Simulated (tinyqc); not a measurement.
Double-gate transistor below threshold, two-dimensional Poisson equation on a small mesh: one step of the calculation.

Half of a symmetric double-gate structure: row 0 is the mid-plane of the body, where the normal field vanishes. Mobile charge is neglected (subthreshold), the body is fully depleted, and potentials are counted from the intrinsic level; rows run upward to the gate, columns from source to drain.

Task. Barrier, swing and barrier lowering. The barrier is read along row 0, the path farthest from the gate. Take the node j of lowest psi: barrier Vbi - psi_j; swing Vt ln 10/(d psi_j/dVg); DIBL = (d psi_j/dVd)/(d psi_j/dVg). The derivatives solve the same equations with s = 0 and a unit change of that voltage.

Parameters, values chosen for the exercise: temperature T = 250 K; potential of the source Vbi = 0.59 V.

Constants: q = 1.602176634e-19 C, kB = 1.380649e-23 J/K, Vt = kB T/q. Results are converted to the units shown.

converged psi (V):
```
              j=0         j=1         j=2         j=3         j=4         j=5
row 0   0.5900000   0.2353533   0.1325461   0.2278223   0.6202642   1.5900000
row 1   0.5900000   0.2219639   0.1220147   0.2120231   0.5895716   1.5900000
row 2   0.5900000   0.1800681   0.0912846   0.1656489   0.4926465   1.5900000
row 3  -0.0500000  -0.0500000  -0.0500000  -0.0500000  -0.0500000  -0.0500000
```

d psi/dVg on row 0: j=0 0.00000000, j=1 0.58086951, j=2 0.79808405, j=3 0.79808405, j=4 0.58086951, j=5 0.00000000
d psi/dVd on row 0: j=0 0.0000000, j=1 0.0171098, j=2 0.0533199, j=3 0.1485961, j=4 0.4020207, j=5 1.0000000

Wanted: j; barrier; swing; DIBL.

Result.

j = 2
barrier = 0.4575 V
swing = 62.16 mV/decade
DIBL = 66.81 mV/V

Computed by the program tinyqc: `OMP_NUM_THREADS=1 python tinyqc.py 2480075 2480076 out.jsonl`, one thread of a shared Intel Xeon 2.30GHz, about 0.09 s for the whole run.
